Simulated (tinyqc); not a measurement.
# Read current of a NAND string, cells in series solved by shooting: two studies

Cells in series, numbered from 0 at the source line (0 V) to the bit line, each followed by a gap resistance Rg. A cell with gate Vg, threshold VT, source Vs and drain Vd passes I = 2 nf K Vt^2 [F(Vs) - F(Vd)]/(1 + th max(Vg - VT, 0)), F(V) = ln^2(1 + exp((Vg - VT - nf V)/(2 nf Vt))). The selected cell has Vg = Vr, the others Vg = Vp.

Values chosen for this exercise; values of the order met in vertical NAND strings:
- T = 300 K (temperature)
- K = 5.5 uA/V^2 (gain factor of a cell)
- nf = 1.4 (slope factor)
- th = 0.16 1/V (mobility reduction factor)
- Rg = 11 kohm (resistance of the gap between cells)
- Vbl = 0.7 V (bit-line voltage)
- Vp = 5.8 V (pass voltage)
- Ve = -0.9 V (threshold of an erased cell)
- Vh = 4 V (threshold of the highest state)
- Vx = 0.8 V (threshold of the selected cell)
- Is = 10 nA (sensing current)
- Vr = 2.03 V (read voltage on the selected word line)

Constants: q = 1.602176634e-19 C, kB = 1.380649e-23 J/K, Vt = kB T/q. Results are converted to the units shown.

Each table varies one quantity; the others keep the values above.

## Read current against the number of cells

For a trial current I start at 0 V and, cell by cell, solve for the drain: sqrt(F(Vd)) = sqrt(F(Vs) - I/k), k = 2 nf K Vt^2/(1 + th max(Vg - VT, 0)), Vd = [Vg - VT - 2 nf Vt ln(exp(sqrt F) - 1)]/nf, then add I Rg. The string current is the I for which the last node reaches Vbl. The apparent threshold is the Vr at which I = Is. Background: all other cells erased (VT = Ve) or all in the highest state (VT = Vh); ratio and shift are high over erased and high minus erased. The selected cell is in the middle, cell n/2.

Result of one run:
columns A: n; B: I, others erased (uA); C: I, others high (uA); D: ratio; E: apparent VT, erased (V); F: apparent VT, high (V); G: background shift (mV)
```
A        B       C       D       E       F      G
32  0.2772  0.1131  0.4080  0.8531  0.8700  16.95
```

What becomes of these results when the number of cells n is changed from 32 to 128, all else the same?

Result of the changed run:
columns A: n; B: I, others erased (uA); C: I, others high (uA); D: ratio; E: apparent VT, erased (V); F: apparent VT, high (V); G: background shift (mV)
```
A          B        C       D       E       F      G
128  0.07444  0.02863  0.3846  0.8989  0.9699  70.99
```

The whole series:
columns A: n; B: I, others erased (uA); C: I, others high (uA); D: ratio; E: apparent VT, erased (V); F: apparent VT, high (V); G: background shift (mV)
```
A          B        C       D       E       F      G
8     0.8594   0.4298  0.5001  0.8417  0.8459  4.190
16    0.5066   0.2225  0.4392  0.8455  0.8539  8.410
32    0.2772   0.1131  0.4080  0.8531  0.8700  16.95
64    0.1453  0.05703  0.3924  0.8683  0.9027  34.41
96   0.09845  0.03812  0.3872  0.8836  0.9360  52.41
128  0.07444  0.02863  0.3846  0.8989  0.9699  70.99
192  0.05003  0.01911  0.3820  0.9296   1.040  110.0
```

With erased neighbours the current falls from 0.859 to 0.0500 uA, as n^(-0.76) between the first two rows and n^(-0.98) between the last two (-1 once the series resistance rules). The ratio falls from 0.500 to 0.382 and the background shift rises from 4.19 to 110 mV.

## Effect of the position of the selected cell

Same model as above.

The string has 32 cells, numbered from the source.

Effect of the position of the selected cell:
columns A: j; B: I, others erased (uA); C: I, others high (uA); D: ratio; E: apparent VT, erased (V); F: apparent VT, high (V); G: background shift (mV)
```
A        B       C       D       E       F         G
0   0.2885  0.1139  0.3947  0.8379  0.8379  1.003e-7
4   0.2865  0.1137  0.3970  0.8417  0.8459     4.190
9   0.2833  0.1135  0.4007  0.8464  0.8559     9.470
13  0.2802  0.1133  0.4045  0.8502  0.8640     13.73
18  0.2749  0.1129  0.4108  0.8550  0.8741     19.10
22  0.2693  0.1125  0.4176  0.8588  0.8822     23.43
27  0.2597  0.1114  0.4290  0.8636  0.8925     28.89
31  0.2492  0.1095  0.4394  0.8674  0.9007     33.30
```

What does the comparison show?

From the source end to the bit-line end the apparent VT with high neighbours rises from 0.8379 to 0.9007 V and the background shift rises from 1.00e-7 to 33.3 mV. Cells and gaps on the source side raise the source of the selected cell, which costs nf times that voltage in gate drive; those on the drain side only lower its drain voltage.

Computed by the program tinyqc: `OMP_NUM_THREADS=1 python tinyqc.py 2142068 2142069 out.jsonl`, one thread of a shared Intel Xeon 2.30GHz, about 0.5 s for the whole run.
